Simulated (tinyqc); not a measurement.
Length of a polyene: Hueckel, PPP and singles CI along the polyenes. Computed by the program tinyqc. Hueckel uses the same beta without repulsion; CIS keeps all single excitations and so misses the low, doubly excited 2Ag state. W is the valence ionisation energy of a centre, MN the Mataga-Nishimoto formula, f the oscillator strength.

All-trans chains of carbon centres 1.40 angstrom apart:
```
parameter                               value
beta (eV), times 1 +/- alternation  -2.140000
alternation                          0.100000
W (eV)                              11.160000
gamma_rr (eV)                        9.730000
repulsion formula                        Ohno
```

Gaps and excitations (eV):
```
centres  Hueckel gap  PPP orbital gap  bright singlet (CIS)      f  lowest triplet (CIS)
2              4.708           11.776                 6.039  0.518                 3.377
4              3.161            9.560                 4.829  0.955                 2.501
6              2.453            8.453                 4.119  1.327                 2.087
8              2.054            7.805                 3.667  1.657                 1.868
10             1.800            7.390                 3.360  1.959                 1.740
12             1.625            7.108                 3.142  2.243                 1.661
```

What does the comparison show, and why?

The Hueckel gap tends to 4 x alternation x |beta| = 0.86 eV for long chains. Exchange opens the PPP orbital gap, and the attraction of electron and hole brings the bright state 3.97 eV below it at 12 centres; the triplet lies 1.48 eV lower still.
